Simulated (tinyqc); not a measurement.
Transverse acoustic branch against its sound line: Keating valence-force model of a tetrahedral crystal. Computed by tinyqc, a small Python program. Command: `OMP_NUM_THREADS=1 python tinyqc.py 3024706 3024707 out.jsonl keating walk`. One thread of a shared host (Intel(R) Xeon(R) Processor @ 2.30GHz), about 0.03 s of CPU time with the checks.

Atom A sits at 0 and atom B at a/4 (1,1,1) of an fcc lattice; the four bonds from A are t = a/4 (1,1,1), a/4 (1,-1,-1), a/4 (-1,1,-1), a/4 (-1,-1,1), of length d = sqrt(3) a/4. Energy: E = (3 alpha/(8 d^2)) sum over bonds (r.r - d^2)^2 + (3 beta/(8 d^2)) sum over pairs of bonds at one atom (r_i.r_j + d^2/3)^2, with beta_A for the six pairs at A and beta_B for the six at B. The cell holds two atoms, Omega = a^3/4. 1 N/m = 1 J/m^2. With constants fitted to the elastic moduli this model puts optical and zone-boundary frequencies of real crystals too high, by up to about 20 % in elemental crystals and up to about 50 % in compounds, and mostly by more for TA modes; in compounds the lattice part of the static dielectric constant then comes out too low.

Inputs (values chosen for the exercise, modelled on aluminium arsenide): lattice constant a = 5.661 angstrom; mass M_A = 26.98 u; mass M_B = 74.92 u; bond stretching alpha = 43.7 N/m; bond bending beta_A = 9.69 N/m; bond bending beta_B = 7.64 N/m.

Structure: zinc blende.

Constants: nu for 1 eV/(angstrom^2 u) = 15.6333042 THz; 1 eV/angstrom^2 = 16.02176634 J/m^2; u = 1.6605390666e-27 kg.

Method:
- beta = (beta_A + beta_B)/2; C11 = (alpha + 3 beta)/a, C12 = (alpha - beta)/a, C44 = 4 alpha beta/(a (alpha + beta)); with the two sublattices clamped C44(0) = (alpha + beta)/a; internal-strain parameter zeta = (alpha - beta)/(alpha + beta); B = (C11 + 2 C12)/3.
- With displacements u exp(i q.r), each bracket changes by g.u, where g = (g_A, g_B): bond t, g = (-2 t, 2 t exp(i q.t)); pair (i, j) at A, g = (-(t_i + t_j), t_i exp(i q.t_j) + t_j exp(i q.t_i)); pair at B, g = (-t_i exp(-i q.t_j) - t_j exp(-i q.t_i), t_i + t_j). Then D_mn = sum over the 4 bonds and 12 pairs of (4 k/a^2) conj(g_m) g_n / sqrt(M_m M_n), with k = alpha or beta converted to eV/angstrom^2. Only the short-range forces enter; the Coulomb field of the charges is left out.
- An eigenvalue lambda of D in eV/(angstrom^2 u) gives nu = 15.6333042 THz x sqrt(lambda).
- The sound line is nu = v q/(2 pi) with v = sqrt(C44/rho), rho = (M_A + M_B)/Omega; the clamped line uses C44(0).

C44 = 51.0947 GPa

clamped C44(0) = 92.5013 GPa

Frequencies (THz) along G-X; columns: (1) q (2 pi/a); (2) lowest branch; (3) sound line, relaxed C44; (4) sound line, clamped C44(0); (5) third-lowest frequency; (6) highest frequency:
```
(1)      (2)     (3)     (4)     (5)     (6)
0.05  0.3266  0.3269  0.4398  0.5070  12.687
0.15  0.9744  0.9806  1.3194  1.5132  12.655
0.30  1.9112  1.9612  2.6388  2.9728  12.547
0.45  2.7696  2.9417  3.9581  4.3231  12.386
0.60  3.5030  3.9223  5.2775  5.5018  12.199
0.75  4.0579  4.9029  6.5969  6.4289  12.025
0.90  4.3795  5.8835  7.9163  6.9939  11.912
1.00  4.4428  6.5372  8.7959  7.1091  11.888
```

What does the comparison show, and why?

At small q the branch follows the relaxed line (0.999 of it, against 0.743 of the clamped one): in a long shear wave the sublattices shift against each other. At X it reaches 68 % of the relaxed line. Real tetrahedral semiconductors have flatter TA branches than a Keating model fitted to their elastic constants, which needs longer-ranged terms to mend.

Extremes, crossings and ranges named in words are read from the listed rows.
